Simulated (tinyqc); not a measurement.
What moves the results: two electrons on one impurity (helium-like model). A value that a table varies takes the place of the one given here.

Units Ha* = 2 Ry m/eps^2 and a* = a0 eps/m. One electron is bound by Z^2/2. Two electrons in the singlet built from exp(-a r) and exp(-b r): S = 8 (ab)^(3/2)/(a + b)^3, h_aa = a^2/2 - Z a, h_bb alike, h_ab = S (ab/2 - Z (a + b)/2), J = ab (a^2 + 3ab + b^2)/(a + b)^3, K = 20 (ab)^3/(a + b)^5, E = (h_aa + h_bb + 2 S h_ab + J + K)/(1 + S^2). For a = b this is a^2 - 2 Z a + 5a/8. Real double donors are deeper, since the central cell is left out.

Constants: e^2/(4 pi eps0) = 14.39964547 eV angstrom.

Values chosen for the exercise (near those of impurities in cubic GaN; not measured data):

| symbol | value | unit | meaning |
|---|---|---|---|
| m | 0.191 | m0 | one mean mass |
| eps | 9.3 |  | dielectric constant |
| Zs | (0.99, 1.04, 1.25, 1.68, 2.02, 2.61, 3.67) |  | charges |
| a_lat | 4.5 | angstrom | lattice constant |
| Eg | 3.33 | eV | gap |
| ED | 27.5 | meV | donor binding |
| EA | 139.8 | meV | acceptor binding |
| W0 | 0.37 | x 1e7/s | rate at zero distance |
| kind | same |  | sublattices of donor and acceptor |
| shells | (229, 261, 274, 390, 404, 2090, 2612) |  | shell numbers |

## Effective charge

Ha* = 60.0922 meV

Binding of the first electron, of the second (-E - Z^2/2) with equal and with unequal orbitals, and U, the first less the second (unequal).

Results (meV):

| Z | first | second, equal | second, unequal | a/b | U | U/(Z Ha*) |
|---|---|---|---|---|---|---|
| 0.99 | 29.4 | -1.87 | 0.61 | 3.79 | 28.8 | 0.485 |
| 1.04 | 32.5 | -0.69 | 1.64 | 3.32 | 30.9 | 0.494 |
| 1.25 | 46.9 | 5.87 | 7.88 | 2.52 | 39.1 | 0.520 |
| 1.68 | 84.8 | 27.57 | 29.34 | 2.01 | 55.5 | 0.549 |
| 2.02 | 122.6 | 52.60 | 54.28 | 1.83 | 68.3 | 0.563 |
| 2.61 | 204.7 | 112.52 | 114.12 | 1.66 | 90.6 | 0.577 |
| 3.67 | 404.7 | 272.72 | 274.25 | 1.50 | 130.4 | 0.591 |

Equal orbitals bind a second electron only above Z = (5/16)/(1 - 1/sqrt2) = 1.067; unequal ones do so in 7 of the 7 rows. Their gain is 2.48 meV in the first row and 1.53 in the last, while the second binding grows to 274 meV, so the gain decides the matter only near Z = 1. U grows almost linearly with Z: U/(Z Ha*) goes from 0.485 to 0.591, towards 5/8, while the first binding grows as Z^2. Angular correlation is left out: at Z = 1 this function binds the second electron by 0.0133 Ha*, half the exact 0.0278.

## Pair lines (donor-acceptor pair recombination)

h nu = Eg - ED - EA + q/(eps R), q = e^2/(4 pi eps0); shell j lies at R = a_lat sqrt(j/2) for the same sublattice and a_lat sqrt(j/2 - 5/16) for opposite ones (on the same sublattice shells 14, 30, 46, 56, 62, ... are empty, where 2j has the form 4^a (8b + 7)); rate W = W0 exp(-2R/aD) with the donor radius aD = q/(2 eps ED). Polarisation and overlap terms, which matter for close pairs, are left out.

Energy, rate and lifetime for each shell.

Lines:

| shell | R (angstrom) | Coulomb (meV) | h nu (eV) | step to the next shell (meV) | 1/W (microsecond) |
|---|---|---|---|---|---|
| 229 | 48.15 | 32.2 | 3.1949 | 0.070 | 8.27 |
| 261 | 51.41 | 30.1 | 3.1928 | 0.058 | 10.4 |
| 274 | 52.67 | 29.4 | 3.1921 | 0.053 | 11.4 |
| 390 | 62.84 | 24.6 | 3.1873 | 0.032 | 23.5 |
| 404 | 63.96 | 24.2 | 3.1869 | 0.030 | 25.4 |
| 2090 | 145.47 | 10.6 | 3.1733 | 0.0025 | 8.32e+03 |
| 2612 | 162.62 | 9.5 | 3.1722 | 0.0018 | 2.81e+04 |

limit for distant pairs = 3.1627 eV
aD = 28.2 angstrom

The lines crowd together, on average as R^-3: the step falls from 0.07 to 0.0018 meV, so distant pairs merge into a band. Close pairs emit higher and 3.4e+03 times faster over this table, so the band shifts to lower energy with delay and to higher energy with stronger pumping. All these lines lie below Eg, and R/aD runs from 1.7 up.

Run: tinyqc, `OMP_NUM_THREADS=1 python tinyqc.py 1252277 1252278 out.jsonl`; Intel(R) Xeon(R) Processor @ 2.30GHz, one thread, shared host; about 0.03 s of CPU time with all checks.
